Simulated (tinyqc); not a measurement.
## Mobility and doping from two currents

Problem. A trap-free film with injecting contacts is fitted, with diffusion neglected, by J = q mu N V/Lf + (9/8) eps0 eps_r mu V^2/Lf^3. Find mu, N and the voltage at which both terms are equal.

Inputs (values chosen for the exercise): relative permittivity eps_r = 11.9; film thickness Lf = 320 nm.

Constants: q = 1.602176634e-19 C, eps0 = 8.8541878128e-14 F/cm where lengths are in cm. Results are converted to the units shown.

J at 3.8 and 9 V (A/cm^2): 25958.296  85181.474

Answer. J/V is a straight line in V: the slope gives mu and the intercept mu N.

mu = 14.0 cm^2/(V s)
N = 7.00e16 cm^-3
crossover voltage = 9.69 V

Program tinyqc, `OMP_NUM_THREADS=1 python tinyqc.py 2730065 2730066 out.jsonl`; Intel Xeon 2.30GHz, shared host, one thread, about 3 s.
